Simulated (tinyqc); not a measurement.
Worked calculation: RHF in the sto-3g basis, for BeH2, spin multiplicity 1. One step of it, computed by the program tinyqc.

Question. Iteration 2: building the Fock matrix. J_ij = sum D_kl (ij|kl), K_ij = sum D_kl (ik|jl); F = H + J - 0.5 K; E = tr D H + tr D J / 2 - 0.25 tr D K + E_nn.

D after iteration 1, lower triangle:
```
            1Be 1s    1Be 2s   1Be 2px    1Be 2py   1Be 2pz      2H 1s     3H 1s
1Be 1s    2.057047
1Be 2s   -0.176798  0.653525
1Be 2px   0.000000  0.000000  0.000000
1Be 2py   0.000000  0.000000  0.000000   0.533439
1Be 2pz  -0.019692  0.049239  0.000000   0.000000  0.003730
2H 1s    -0.181101  0.454729  0.000000   0.419425  0.034445   0.647864
3H 1s    -0.181101  0.454729  0.000000  -0.419425  0.034445  -0.011696  0.647864
```

core Hamiltonian H = T + V (hartree), lower triangle:
```
            1Be 1s     1Be 2s    1Be 2px    1Be 2py    1Be 2pz      2H 1s      3H 1s
1Be 1s   -8.597809
1Be 2s   -2.121885  -2.797833
1Be 2px   0.000000   0.000000  -2.260462
1Be 2py   0.000000   0.000000   0.000000  -2.466398
1Be 2pz  -0.003510  -0.030888   0.000000   0.000000  -2.263170
2H 1s    -0.453345  -1.132678   0.000000  -1.203389  -0.141062  -2.104462
3H 1s    -0.453345  -1.132678   0.000000   1.203389  -0.141062  -0.086302  -2.104462
```

Two-electron integrals (ij|kl) in chemists' order, unique and non-zero (hartree):
```
(11|11) 2.298831    (21|11) 0.392036    (21|21) 0.079539    (22|11) 0.570988
(22|21) 0.143041    (22|22) 0.417683    (31|31) 0.014607    (32|31) 0.021888
(32|32) 0.092265    (33|11) 0.569578    (33|21) 0.143083    (33|22) 0.417589
(33|33) 0.449859    (41|41) 0.014607    (42|41) 0.021888    (42|42) 0.092265
(43|43) 0.024249    (44|11) 0.569578    (44|21) 0.143083    (44|22) 0.417589
(44|33) 0.401360    (44|44) 0.449859    (51|51) 0.014607    (52|51) 0.021888
(52|52) 0.092265    (53|53) 0.024249    (54|54) 0.024249    (55|11) 0.569578
(55|21) 0.143083    (55|22) 0.417589    (55|33) 0.401360    (55|44) 0.401360
(55|55) 0.449859    (61|11) 0.081686    (61|21) 0.016564    (61|22) 0.030035
(61|33) 0.029821    (61|41) 0.001460    (61|42) 0.002750    (61|44) 0.030471
(61|51) 0.000167    (61|52) 0.000315    (61|54) 0.000074    (61|55) 0.029830
(61|61) 0.003619    (62|11) 0.196557    (62|21) 0.049952    (62|22) 0.158692
(62|33) 0.152695    (62|41) 0.006504    (62|42) 0.039732    (62|44) 0.170312
(62|51) 0.000746    (62|52) 0.004556    (62|54) 0.002020    (62|55) 0.152927
(62|61) 0.011508    (62|62) 0.089411    (63|31) 0.004608    (63|32) 0.021513
(63|43) 0.006897    (63|53) 0.000791    (63|63) 0.008269    (64|11) 0.208960
(64|21) 0.053757    (64|22) 0.179110    (64|33) 0.168494    (64|41) 0.010564
(64|42) 0.061732    (64|44) 0.199929    (64|51) 0.000683    (64|52) 0.004612
(64|54) 0.002814    (64|55) 0.168726    (64|61) 0.012948    (64|62) 0.114835
(64|64) 0.152478    (65|11) 0.023960    (65|21) 0.006164    (65|22) 0.020537
(65|33) 0.019320    (65|41) 0.000683    (65|42) 0.004612    (65|44) 0.021343
(65|51) 0.004686    (65|52) 0.022042    (65|54) 0.007129    (65|55) 0.020928
(65|61) 0.001485    (65|62) 0.013167    (65|64) 0.016535    (65|65) 0.010165
(66|11) 0.363150    (66|21) 0.093958    (66|22) 0.334365    (66|33) 0.310125
(66|41) 0.014419    (66|42) 0.113483    (66|44) 0.381638    (66|51) 0.001653
(66|52) 0.013012    (66|54) 0.008200    (66|55) 0.311065    (66|61) 0.022221
(66|62) 0.238793    (66|64) 0.325747    (66|65) 0.037351    (66|66) 0.774606
(71|11) 0.081686    (71|21) 0.016564    (71|22) 0.030035    (71|33) 0.029821
(71|41) -0.001460   (71|42) -0.002750   (71|44) 0.030471    (71|51) 0.000167
(71|52) 0.000315    (71|54) -0.000074   (71|55) 0.029830    (71|61) 0.003306
(71|62) 0.009725    (71|64) 0.010081    (71|65) 0.001264    (71|66) 0.018070
(71|71) 0.003619    (72|11) 0.196557    (72|21) 0.049952    (72|22) 0.158692
(72|33) 0.152695    (72|41) -0.006504   (72|42) -0.039732   (72|44) 0.170312
(72|51) 0.000746    (72|52) 0.004556    (72|54) -0.002020   (72|55) 0.152927
(72|61) 0.009725    (72|62) 0.046764    (72|64) 0.048091    (72|65) 0.006797
(72|66) 0.092239    (72|71) 0.011508    (72|72) 0.089411    (73|31) 0.004608
(73|32) 0.021513    (73|43) -0.006897   (73|53) 0.000791    (73|63) 0.003438
(73|73) 0.008269    (74|11) -0.208960   (74|21) -0.053757   (74|22) -0.179110
(74|33) -0.168494   (74|41) 0.010564    (74|42) 0.061732    (74|44) -0.199929
(74|51) -0.000683   (74|52) -0.004612   (74|54) 0.002814    (74|55) -0.168726
(74|61) -0.010081   (74|62) -0.048091   (74|64) -0.047643   (74|65) -0.006883
(74|66) -0.093749   (74|71) -0.012948   (74|72) -0.114835   (74|74) 0.152478
(75|11) 0.023960    (75|21) 0.006164    (75|22) 0.020537    (75|33) 0.019320
(75|41) -0.000683   (75|42) -0.004612   (75|44) 0.021343    (75|51) 0.004686
(75|52) 0.022042    (75|54) -0.007129   (75|55) 0.020928    (75|61) 0.001264
(75|62) 0.006797    (75|64) 0.006883    (75|65) 0.004403    (75|66) 0.013706
(75|71) 0.001485    (75|72) 0.013167    (75|74) -0.016535   (75|75) 0.010165
(76|11) 0.014570    (76|21) 0.003609    (76|22) 0.010247    (76|33) 0.010080
(76|44) 0.010534    (76|51) 0.000108    (76|52) 0.000528    (76|55) 0.010121
(76|61) 0.000762    (76|62) 0.004023    (76|64) 0.004607    (76|65) 0.000648
(76|66) 0.008731    (76|71) 0.000762    (76|72) 0.004023    (76|74) -0.004607
(76|75) 0.000648    (76|76) 0.000258    (77|11) 0.363150    (77|21) 0.093958
(77|22) 0.334365    (77|33) 0.310125    (77|41) -0.014419   (77|42) -0.113483
(77|44) 0.381638    (77|51) 0.001653    (77|52) 0.013012    (77|54) -0.008200
(77|55) 0.311065    (77|61) 0.018070    (77|62) 0.092239    (77|64) 0.093749
(77|65) 0.013706    (77|66) 0.183852    (77|71) 0.022221    (77|72) 0.238793
(77|74) -0.325747   (77|75) 0.037351    (77|76) 0.008731    (77|77) 0.774606
```

nuclear repulsion = 3.10663524 hartree

Give: Coulomb J; exchange K; Fock matrix F; total energy of this density.

Answer.

Coulomb J (hartree), lower triangle:
```
         1Be 1s  1Be 2s  1Be 2px  1Be 2py  1Be 2pz  2H 1s  3H 1s
1Be 1s    6.392
1Be 2s    1.240   2.624
1Be 2px   0.000   0.000    2.553
1Be 2py   0.000   0.000    0.000    2.756
1Be 2pz   0.007   0.044    0.000    0.000    2.555
2H 1s     0.261   1.051    0.000    1.217    0.145  2.401
3H 1s     0.261   1.051    0.000   -1.217    0.145  0.067  2.401
```

exchange K (hartree), lower triangle:
```
         1Be 1s  1Be 2s  1Be 2px  1Be 2py  1Be 2pz  2H 1s  3H 1s
1Be 1s    4.628
1Be 2s    0.815   0.870
1Be 2px   0.000   0.000    0.154
1Be 2py   0.000   0.000    0.000    0.962
1Be 2pz  -0.001   0.077    0.000    0.000    0.162
2H 1s     0.175   0.588    0.000    0.662    0.071  1.131
3H 1s     0.175   0.588    0.000   -0.662    0.071  0.025  1.131
```

Fock matrix F (hartree), lower triangle:
```
         1Be 1s  1Be 2s  1Be 2px  1Be 2py  1Be 2pz   2H 1s   3H 1s
1Be 1s   -4.520
1Be 2s   -1.289  -0.608
1Be 2px   0.000   0.000    0.215
1Be 2py   0.000   0.000    0.000   -0.192
1Be 2pz   0.004  -0.025    0.000    0.000    0.211
2H 1s    -0.280  -0.376    0.000   -0.318   -0.031  -0.269
3H 1s    -0.280  -0.376    0.000    0.318   -0.031  -0.032  -0.269
```

total energy of this density = -15.54154 hartree
